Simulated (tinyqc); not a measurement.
From one set of inputs to another, one input at a time: deep-level transient spectroscopy (DLTS) of one majority-carrier trap. Computed by tinyqc, a small Python program. Command: `OMP_NUM_THREADS=1 python tinyqc.py 3001943 3001944 out.jsonl dlts ladder`. One thread of a shared host (Intel(R) Xeon(R) Processor @ 2.30GHz), about 0.2 s of CPU time with the checks.

A filling pulse loads the traps in a one-sided junction; under reverse bias they empty at the rate e, and the capacitance relaxes as C(t) = C_0 - dC exp(-e t). The signal is S = [C(t_2) - C(t_1)]/dC.

The inputs printed are set A. Inputs not listed in the table keep their values of set A, so the rows need not describe a real material.

Inputs (values chosen for the exercise, with mass and screening modelled on GaP):
```
quantity,value,unit
density-of-states mass m,0.79,m_0
valleys M,1,-
trap depth E_t,0.369,eV
cross-section sigma_0,1.4e-15,cm^2
degeneracy ratio g,2,-
gate time t_1,0.002,s
ratio t_2/t_1,10,-
temperature T,227,K
doping N,1.5e+15,cm^-3
trap density N_t,3.5e+13,cm^-3
dielectric constant eps,11.3,-
built-in voltage V_b,0.54,V
reverse bias V_r,5.7,V
diode area,0.0087,cm^2
mean field F,27000,V/cm
```

Carriers: holes. Extra term: Poole-Frenkel lowering.

Constants: k_B = 8.617333262e-05 eV/K; k_B = 1.380649e-23 J/K; m_0 = 9.1093837015e-31 kg; h = 6.62607015e-34 J s; e = 1.602176634e-19 C; eps_0 = 8.8541878128e-12 F/m.

Method:
- e = g sigma v N_b exp(-E/k_B T), v = sqrt(3 k_B T/m), N_b = 2 M (2 pi m k_B T/h^2)^(3/2), sigma = sigma_0, E = E_t - dE with the one-dimensional Poole-Frenkel lowering dE = sqrt(e^3 F/(pi eps eps_0)), F being held as an input apart from the bias (the centre is charged when empty).
- S(e) = exp(-e t_1) - exp(-e t_2) peaks at the rate window e_0 = ln(t_2/t_1)/(t_2 - t_1).
- T_p solves e(T) = e_0 (bisection between 15 and 1500 K); the half-height points solve S = S_max/2 on either side.
- t_1 is scaled by 0.1, 0.3, 1, 3, 10 and 30 at fixed t_2/t_1; each T_p by bisection.
- Least squares of ln(e_0/T_p^2) on 1/(k_B T_p): slope -E_a, intercept ln(gamma sigma_a) with gamma = v N_b/T^2 = sqrt(3 k_B/m) 2 M (2 pi m k_B/h^2)^(3/2). For comparison, the slope of ln e_0 alone.
- W = sqrt(2 eps eps_0 (V_b + V_r)/(e N)), C_0 = eps eps_0 area/W. The pulse goes to zero bias, W_0 = W(V_r = 0). Traps within lambda = sqrt(2 eps eps_0 (E_t - E_F)/(e^2 N)) of the depletion edge stay filled, with E_F = k_B T_p ln(N_b/N) from the band, N_b = 2 M (2 pi m k_B T_p/h^2)^(3/2) (dopants taken as fully ionised). dC = C_0 (N_t/2N) f, f = [(W - lambda)^2 - max(W_0 - lambda, 0)^2]/W^2. The simple estimate is 2 N dC/C_0.

Each row keeps all changes above it:
```
input moved,from,to,apparent depth E_a (eV),transient amplitude dC (fF),C_0 (pF)
set A,-,-,0.33190,284.91,38.19
mean field F (V/cm),27000,150000,0.28156,279.40,38.19
density-of-states mass m (m_0),0.79,0.582,0.28156,278.30,38.19
ratio t_2/t_1,10,2.5,0.28156,279.56,38.19
doping N (cm^-3),1.5e+15,2.9e+16,0.28156,61.31,167.91
trap depth E_t (eV),0.369,0.489,0.40156,57.20,167.91
reverse bias V_r (V),5.7,9.9,0.40156,51.15,129.81
cross-section sigma_0 (cm^2),1.4e-15,2.4e-17,0.40156,52.09,129.81
```

Where does the difference come from?

Apparent depth E_a goes from 0.332 to 0.402, a factor 1.21 in all. The largest single move comes from trap depth E_t (a factor 1.43), and mean field F works against it (a factor 0.848). Transient amplitude dC goes from 285 to 52.1, a factor 0.183 in all. The largest single move comes from doping N (a factor 0.219). C_0 goes from 38.2 to 130, a factor 3.40 in all. The largest single move comes from doping N (a factor 4.40), and reverse bias V_r works against it (a factor 0.773). The single moves hold for this order of the switches; the total does not depend on the order.

Extremes, crossings and ranges named in words are read from the listed rows.
